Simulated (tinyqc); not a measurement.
Transfer curve: field-effect mobility of a thin-film transistor with band-tail and deep states (multiple trapping). Computed by tinyqc, a small Python program. Command: `OMP_NUM_THREADS=1 python tinyqc.py 3018386 3018387 out.jsonl tft walk`. One thread of a shared host (Intel(R) Xeon(R) Processor @ 2.30GHz), about 0.05 s of CPU time with the checks.

A thick film in accumulation at small drain voltage. Only free electrons move; trapped ones still screen the gate. N_c and mu_0 are held fixed when T changes, leaving out the T^(3/2) growth of N_c. x = E_0 - psi is the distance of the Fermi level below the band edge.

Inputs (values chosen for the exercise, modelled on amorphous In2O3):
```
quantity                                     value         unit
permittivity eps                                 9            -
effective density of states N_c            3.8e+18       1/cm^3
band mobility mu_0                              55   cm^2/(V s)
tail density at the edge g_t               4.2e+19  1/(eV cm^3)
tail width E_t                                  24          meV
deep-state density g_d                     7.5e+15  1/(eV cm^3)
flat-band Fermi level below the edge, E_0     0.69           eV
equivalent oxide thickness t                    17           nm
temperature T                                  350            K
```

Deep states: included.

Constants: k_B = 8.617333262e-05 eV/K; e = 1.602176634e-19 C; eps_0 = 8.8541878128e-12 F/m.

Method:
- F_j(eta) = int_0^infinity x^j/(1 + exp(x - eta)) dx, without a gamma-function factor.
- Integrals over x = E/(k_B T) use 160 Gauss-Legendre points in u = sqrt(x) from 0 to sqrt(max(eta, 0) + 32).
- Free n(x) = N_c (2/sqrt(pi)) F_1/2(-x/k_B T), with F_1/2 from its two-term series in exp(-x/k_B T) for x >= 12 k_B T; tail n_t(x) = int_0^1.2eV g_t exp(-E/E_t)/(1 + exp((x - E)/k_B T)) dE, E counted down from the edge, 120 Gauss-Legendre points; deep charge g_d psi; space charge rho(psi) = n + n_t + g_d psi less its value at psi = 0.
- Poisson: F(psi) = sqrt((2 e/(eps eps_0)) int_0^psi rho dpsi'); V_G - V_FB = psi_s + eps F(psi_s) t/3.9; free sheet density N_f = int (n - n(E_0))/F dpsi; induced sheet density N_i = eps eps_0 F(psi_s)/e; trapezoid rule on 301 even points in psi, the first interval left out of N_f.
- mu_eff = mu_0 N_f/N_i; field-effect mobility mu_FE = mu_0 e (dN_f/dV_G)/C_ox and swing S = dV_G/dlog10(N_f), by a central difference of +/- 2 mV in psi_s; C_ox = 3.9 eps_0/t.

Against the band bending:
```
psi_s (V)  V_G - V_FB (V)  N_f (1/cm^2)  mu_eff (cm^2/(V s))  mu_FE (cm^2/(V s))  S (mV/decade)
0.24               0.2766    4.7911e+06           5.6837e-03          5.0856e-03           94.2
0.34               0.3919    8.7909e+07           7.3430e-02          9.8316e-02           89.4
0.43               0.4976    1.3190e+09           8.4651e-01          1.4215e+00           92.7
0.50               0.5922    1.0444e+10           4.9147e+00          8.0673e+00          129.4
0.55               0.6926    4.0026e+10           1.2173e+01          1.6973e+01          235.6
0.61               0.9174    1.5857e+11           2.2375e+01          2.7400e+01          578.2
0.66               1.2790    4.2658e+11           2.9894e+01          3.6125e+01         1179.7
0.70               1.7514    8.5923e+11           3.5454e+01          4.2695e+01         2010.4
0.76               2.8246    2.0051e+12           4.2132e+01          4.8694e+01         4113.1
```

The steepest swing among the rows is 89 mV/decade, close to the estimate for deep states alone, ln(10)(k_B T/e)(1 + sqrt(e eps eps_0 g_d)/C_ox) = 80. mu_eff climbs from 0.0057 to 42, 77 % of mu_0 in the last row. Between rows 6 and 7 N_f scales as (V_G - V_FB - psi_s)^1.41; an exponential tail holding all the charge would give the larger of 1 and 2 E_t/k_B T - 1, here 1.00, and free charge alone 1; charge in deep states makes the exponent larger and lets it vary with V_G.
